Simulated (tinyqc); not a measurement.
AlGaN/GaN HEMT with access regions, lumped model: one step of the calculation.

A polarisation-induced electron sheet under a Schottky gate, in series with two ungated access regions and contacts. Drift law v = mu E/(1 + mu E/vs) under the gate. Currents in mA/mm, resistances in ohm mm. No self-heating, no channel-length modulation; fits for polarisation, barrier and offset are chosen for the exercise.

Problem. Drain current. Access resistance R(L, n) = L/(q mu n sqrt(1 - (I/(q n vs))^2)); Rs = Rc + R(Ls, n0), Rd = Rc + R(Ld, (1 - ft) n0). Vg' = Vg - I Rs, Vd' = Vd - I (Rs + Rd); with u = Vg' - VT, Vc = vs Lg/mu and w the smaller of Vd' and Vc [sqrt(1 + 2 u/Vc) - 1] (0 if negative), the channel gives (mu Cb/Lg)(u w - w^2/2)/(1 + w/Vc). I(new) = I + 0.1 (channel current - I).

Values chosen for this exercise; values close to those of AlGaN/GaN structures:
```
symbol,value,unit,meaning
mu,1600,cm^2/(V s),channel mobility
vs,1.5e7,cm/s,saturation velocity
Lg,1.5,um,gate length
Ls,1,um,source access length
Ld,8,um,drain access length
Rc,0.59,ohm mm,resistance of each contact
ft,0.46,,share of the drain-access electrons removed by traps
Vg,-0.5,V,gate voltage
Vd,1,V,drain voltage
```

Constants: q = 1.602176634e-19 C. Results are converted to the units shown.

I after iteration 1 = 166.86084 mA/mm
VT = -6.7344780 V
Cb = 0.33645914 uF/cm^2
n0 = 1.4142490e13 cm^-2

Find: Rs; Rd; Vg'; Vd'; channel current; I after iteration 2.

Solution.

Rs = 0.8662 ohm mm
Rd = 4.693 ohm mm
Vg' = -0.6445 V
Vd' = 0.07233 V
channel current = 149.5 mA/mm
I after iteration 2 = 165.1 mA/mm

Computed by the program tinyqc: `OMP_NUM_THREADS=1 python tinyqc.py 2570009 2570010 out.jsonl`, one thread of a shared Intel Xeon 2.30GHz, about 0.02 s for the whole run.
